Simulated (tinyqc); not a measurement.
# Worked calculation: deep-level transient spectroscopy

Computed by the program tinyqc: `OMP_NUM_THREADS=1 python tinyqc.py 2050081 2050082 out.jsonl`, one thread of a shared Intel Xeon 2.30GHz, about 0.01 s for the whole run. Printed values are rounded.

Schottky contact on an n-type layer with shallow donors Nd (all ionised) and a donor-like deep trap, neutral when filled and positive when empty; depletion approximation. Traps within lam of the depletion edge stay filled. A long pulse to Vp fills the traps beyond x1 = Wp - lam; back at Vr those between x1 and x2 = Wr - lam emit. A rate window reads S = C(t2) - C(t1).

Values chosen for this exercise; material values close to those of germanium:
```
symbol,value,unit,meaning
eps_r,16.1,,relative permittivity
Nc,1.04e19,cm^-3,conduction-band density of states at 300 K
vth,3.4e7,cm/s,thermal velocity at 300 K
Nd,3.6e16,cm^-3,shallow donor density
Vbi,0.31,V,built-in voltage
Et,0.24,eV,depth of the trap below the conduction edge
sn,3.2e-17,cm^2,capture cross-section
Nt,2e14,cm^-3,trap density
Vr,6.5,V,reverse bias
Vp,0,V,reverse bias during the filling pulse
t1,0.5,ms,first sampling time
t2,2.5,ms,second sampling time
T,190,K,temperature of the transient
```

Constants: q = 1.602176634e-19 C, kB = 1.380649e-23 J/K, eps0 = 8.8541878128e-14 F/cm where lengths are in cm. Results are converted to the units shown.

## Emission rate and rate window

Emission rate en = sn vth(T) Nc(T) exp(-Et/kB T) = sn g T^2 exp(-Et/kB T), g = vth Nc/(300 K)^2, as vth goes as T^0.5 and Nc as T^1.5 (degeneracy factor 1). For an exponential transient S peaks where en = ew = ln(t2/t1)/(t2 - t1).

g = 3.92889e21 cm^-2 s^-1 K^-2
en = 1953.85 1/s
1/en = 0.511810 ms
ew = 804.719 1/s

## Widths

lam = sqrt(2 eps0 eps_r (EF - ET)/(q Nd)), EF - ET = Et - (kB T/q) ln(Nc(T)/Nd), Nc(T) = Nc (T/300 K)^1.5. In the steady state at the band bending V, 2 eps0 eps_r V/q = Nd W^2 + Nt (W - lam)^2 (the second term only if W > lam). V = Vbi + Vr gives Wr and V = Vbi + Vp gives Wp; x1 = max(Wp - lam, 0).

lam = 88.4992 nm
Wr = 579.036 nm
Wp = 123.760 nm
x1 = 35.2604 nm
x2 = 490.537 nm
G = (x2^2 - x1^2)/Wr^2 = 0.713974

The rule Nt = 2 Nd |dC|/C assumes G = 1 and would understate Nt by a factor of about 1/G = 1.40 here (the limit of small Nt/Nd).

## The transient

```
sample,t (ms)
0,0
1,0.25
2,0.5
3,1.5
4,2.5
5,5
6,12.5
```

W(t)^2 = Wr^2 + (Nt/Nd)(x2^2 - x1^2) exp(-en t), C = eps0 eps_r/W; for small Nt, dC/C = -(Nt/2 Nd) G exp(-en t) with G = (x2^2 - x1^2)/Wr^2. S = C(t2) - C(t1).

```
sample,C (nF/cm^2),C - C(final) (pF/cm^2)
0,24.5703,-48.6810
1,24.5890,-29.9034
2,24.6006,-18.3607
3,24.6163,-2.6047
4,24.6186,-0.3692
5,24.6189,-0.0028
6,24.6189,0.0000
```

S = 17.9915 pF/cm^2

## Step 1: peak temperature

T at the start = 300 K

Fixed-point step for en(T) = ew: T(new) = (Et q/kB)/ln(sn g T^2/ew), g = vth Nc/(300 K)^2.

T after step 1 = 169.214 K

## Course of the iteration for the peak temperature

Start from 300 K; stop when T changes by less than 1e-8 K.

Course of the iteration:
```
step,T (K),change (K)
1,169.214,131
2,181.869,12.7
3,180.172,1.70
4,180.391,0.219
5,180.362,0.0284
6,180.366,3.67e-3
7,180.366,4.76e-4
8,180.366,6.16e-5
9,180.366,7.98e-6
10,180.366,1.03e-6
11,180.366,1.34e-7
12,180.366,1.73e-8
13,180.366,2.25e-9
```

Converged in 13 steps; each multiplies the error by -2 kB T/Et = -0.13.
